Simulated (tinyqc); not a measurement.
Hubbard chain of 2 sites, step by step. One step of it, computed by the program tinyqc.

Problem. The many-body Hamiltonian. Basis: all placements (u, d, 2, 0 on each site), up operators ordered before down ones; hops carry the sign of the same-spin electrons passed.

one-body matrix (hopping and site energies) (eV), order 1, 2:
$$\begin{pmatrix}
0.580000 & -0.910000 \\
-0.910000 & 0.740000
\end{pmatrix}$$

U = 7.600000 eV

electrons, up and down: [1, 1]

Give: H.

Solution.

H (eV), order 20, ud, du, 02:
$$\begin{pmatrix}
8.760 & -0.910 & -0.910 & 0.000 \\
-0.910 & 1.320 & 0.000 & -0.910 \\
-0.910 & 0.000 & 1.320 & -0.910 \\
0.000 & -0.910 & -0.910 & 9.080
\end{pmatrix}$$
